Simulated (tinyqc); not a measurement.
Inside a calculation: shallow acceptor in the spherical four-band model. Values are carried at full precision from step to step, so a last printed digit may differ when a step is redone from the rounded ones.

Units Ry* = Ry/(g1 eps^2) and a* = a0 eps g1; mu = (6 g3 + 4 g2)/(5 g1) is the spherical heavy-light coupling and delta = (g3 - g2)/g1 the cubic term, which is left out.

Constants: Ry = 13.60569312 eV; a0 (Bohr radius) = 0.5291772105 angstrom.

Inputs chosen for the exercise (near those of a shallow acceptor in Ge; the results hold for these values, not for the real material):
```
symbol  value                unit    meaning
g1      13.18                        Luttinger gamma1
g2      4.27                         gamma2
g3      5.76                         gamma3
eps     15.8                         dielectric constant
al      (0.471, 2.82, 16.9)  1/a*^2  exponents a_i, the same for f and g
Dso     0.3                  eV      spin-orbit splitting
```

## Units and couplings

Give Ry*, a*, mu, delta and the spherical masses 1/(g1 (1 -/+ mu)).

Ry* = 4.135 meV
a* = 110.20 angstrom
mu = 0.7836
delta = 0.1131

heavy and light mass (m0): [0.3506, 0.0425]

A hydrogen model with the heavy mass would bind by Ry*/(1 - mu) = 19.1 meV and with the light mass by 2.3 meV. delta/mu = 0.14: the cubic term is a modest correction.

## Matrices in a small basis

The ground state 1S3/2 has an L = 0 part f(r) and an L = 2 part g(r). In units of Ry* and a*, with Gaussians f_i = exp(-a_i r^2), g_i = r^2 exp(-a_i r^2), A = a_i + a_j and I(n) = Gamma((n + 1)/2)/(2 A^((n + 1)/2)): S_ff = I(2), S_gg = I(6), H_ff = (6 a_i a_j/A) I(2) - 2 I(1), H_gg = (14 a_i a_j/A) I(6) - 2 I(5), H_fg = -mu [15 I(2) - 20 a_j I(4) + 4 a_j^2 I(6)]; each function is then normalised. The split-off band is left out.

Form S and H.

S, rows f1, f2, f3, g1, g2, g3 and columns alike:
```
[[1.0000, 0.5861, 0.1851, 0, 0, 0],
 [0.5861, 1.0000, 0.5859, 0, 0, 0],
 [0.1851, 0.5859, 1.0000, 0, 0, 0],
 [0, 0, 0, 1.0000, 0.2875, 0.0195],
 [0, 0, 0, 0.2875, 1.0000, 0.2872],
 [0, 0, 0, 0.0195, 0.2872, 1.0000]]
```

H (Ry*), rows f1, f2, f3, g1, g2, g3 and columns alike:
```
[[-0.7773, -0.9803, -1.2323, -1.4294, -0.4110, -0.0279],
 [-0.9803, 3.1005, 2.6239, -2.4608, -8.5585, -2.4579],
 [-1.2323, 2.6239, 37.5797, -1.0019, -14.7300, -51.2901],
 [-1.4294, -2.4608, -1.0019, 2.1288, 0.9968, 0.0273],
 [-0.4110, -8.5585, -14.7300, 0.9968, 16.8816, 8.1819],
 [-0.0279, -2.4579, -51.2901, 0.0273, 8.1819, 111.3025]]
```

## Ground state in the small basis

Solve H u = E S u for the lowest level of the acceptor; the first half of the basis is L = 0 and the second L = 2. Give E, E without the f-g block, and the L = 2 weight u_g S_gg u_g with u S u = 1.

E = -2.258 Ry*
E without coupling = -0.850 Ry*
L = 2 weight = 0.263

Without the coupling the exact value is -1, which this basis, tuned to the compact coupled state, misses by 0.150. The coupling to L = 2 takes the level to 2.26 times that exact value.

## Converged result

Converged values use 22 exponents 2.2^i, i = -7 to 14, for f and for g.
Ground and next level of the same symmetry, L = 2 weight and mean radius.

1S3/2 and 2S3/2 (Ry*): [-2.415, -0.721]

binding energies (meV): [10.0, 3.0]

L = 2 weight = 0.285
<r> = 75.8 angstrom

The small basis reaches 94 % of the binding. The ratio 1S/2S is 3.35 (4 for hydrogen). The binding is 0.03 of Dso, so leaving out the split-off band is safe.

## Checks

- Level at mu = 0 against -1 Ry*: both -1.0000.
- Ground level from a second, denser basis, Ry*: both -2.415.

tinyqc: `OMP_NUM_THREADS=1 python tinyqc.py 1250252 1250253 out.jsonl`; about 0.05 s, one thread, shared Intel(R) Xeon(R) Processor @ 2.30GHz.
